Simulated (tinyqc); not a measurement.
Gain of the pnp from the holding current.

Problem. On state with both base-emitter voltages at Von: npn base current Ib = (Von/Rs + bp Von/Rw)/(bn bp - 1), holding current Ih = (bn + 1) Ib + Von/Rs. Find bp.

Parameters, values chosen for the exercise: current gain of the npn bn = 20.7; substrate resistance shunting the npn Rs = 210 ohm; well resistance shunting the pnp Rw = 2100 ohm; base-emitter voltage in the on state Von = 0.69 V.

Ih = 8.9410886 mA

Solution. Ih gives Ib, and Ib (bn bp - 1) = Von/Rs + bp Von/Rw is linear in bp.

bp = 0.700

Computed by the program tinyqc: `OMP_NUM_THREADS=1 python tinyqc.py 2670068 2670069 out.jsonl`, one thread of a shared Intel Xeon 2.30GHz, about 0.04 s for the whole run.
